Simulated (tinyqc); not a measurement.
Inside a calculation. Method: plane-wave Kohn-Sham cycle with exchange-only LDA in a layered model solid. One step of it, computed by the program tinyqc.

Question. Iteration 1: potential. V_H(G) = 4 pi rho(G)/G^2 for G != 0 (uniform background); v_x = -(3 rho/pi)^(1/3); V = V_ext + V_H + v_x; Fourier components f(G_m) = (1/N) sum_j f(x_j) exp(-i G_m x_j).

A solid whose potential varies along x alone (atomic units):
```
parameter                      value
period a                    7.300000
cross-section of the cell  22.000000
electrons per cell                 4
grid points                       16
plane waves -n..n, n               2
k points                           3
V1 in V1 cos(2 pi x/a)     -0.570000
V2 in V2 cos(4 pi x/a)     -0.170000
```

density at the start, on the grid x_j = j a/N (e/bohr^3): [0.02490660, 0.02490660, 0.02490660, 0.02490660, 0.02490660, 0.02490660, 0.02490660, 0.02490660, 0.02490660, 0.02490660, 0.02490660, 0.02490660, 0.02490660, 0.02490660, 0.02490660, 0.02490660]

Give: Potentials on the grid; V(G_m), m = 0, 1, 2, ....

Answer.

Potentials on the grid (hartree):
```
x         V_ext     V_H      v_x        V
0.0000  -0.7400  0.0000  -0.2876  -1.0276
0.4562  -0.6468  0.0000  -0.2876  -0.9344
0.9125  -0.4031  0.0000  -0.2876  -0.6906
1.3687  -0.0979  0.0000  -0.2876  -0.3855
1.8250   0.1700  0.0000  -0.2876  -0.1176
2.2812   0.3383  0.0000  -0.2876   0.0508
2.7375   0.4031  0.0000  -0.2876   0.1155
3.1938   0.4064  0.0000  -0.2876   0.1188
3.6500   0.4000  0.0000  -0.2876   0.1124
4.1063   0.4064  0.0000  -0.2876   0.1188
4.5625   0.4031  0.0000  -0.2876   0.1155
5.0187   0.3383  0.0000  -0.2876   0.0508
5.4750   0.1700  0.0000  -0.2876  -0.1176
5.9313  -0.0979  0.0000  -0.2876  -0.3855
6.3875  -0.4031  0.0000  -0.2876  -0.6906
6.8438  -0.6468  0.0000  -0.2876  -0.9344
```

V(G_m), m = 0, 1, 2, ... (hartree): [-0.2876, -0.2850, -0.0850, 0.0000, 0.0000]
